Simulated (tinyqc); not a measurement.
Read current of a NAND string, cells in series solved by shooting: one step of the calculation.

Cells in series, numbered from 0 at the source line (0 V) to the bit line, each followed by a gap resistance Rg. A cell with gate Vg, threshold VT, source Vs and drain Vd passes I = 2 nf K Vt^2 [F(Vs) - F(Vd)]/(1 + th max(Vg - VT, 0)), F(V) = ln^2(1 + exp((Vg - VT - nf V)/(2 nf Vt))). The selected cell has Vg = Vr, the others Vg = Vp.

Problem. Node voltages for a trial current. For a trial current I start at 0 V and, cell by cell (the selected one is cell 0), solve for the drain: sqrt(F(Vd)) = sqrt(F(Vs) - I/k), k = 2 nf K Vt^2/(1 + th max(Vg - VT, 0)), Vd = [Vg - VT - 2 nf Vt ln(exp(sqrt F) - 1)]/nf, then add I Rg.

Inputs (values chosen for the exercise); values of the order met in vertical NAND strings:
- T = 358 K (temperature)
- K = 4.9 uA/V^2 (gain factor of a cell)
- nf = 1.4 (slope factor)
- th = 0.14 1/V (mobility reduction factor)
- Rg = 5.6 kohm (resistance of the gap between cells)
- Vbl = 0.7 V (bit-line voltage)
- Vp = 7.5 V (pass voltage)
- Vr = 4.36 V (read voltage on the selected word line)

Constants: q = 1.602176634e-19 C, kB = 1.380649e-23 J/K, Vt = kB T/q. Results are converted to the units shown.

second trial current = 1.3 uA

```
cell,thresholds from the source end (V)
0,2.8
1,-2
2,3.6
3,-2
4,-2
5,-2
```

Wanted: node voltage after each cell and gap, trial 2.

Solution.

```
cell,"node voltage after each cell and gap, trial 2 (V)"
0,0.2385
1,0.3135
2,0.4423
3,0.5196
4,0.5977
5,0.6768
```

Computed by the program tinyqc: `OMP_NUM_THREADS=1 python tinyqc.py 2142252 2142253 out.jsonl`, one thread of a shared Intel Xeon 2.30GHz, about 0.5 s for the whole run.
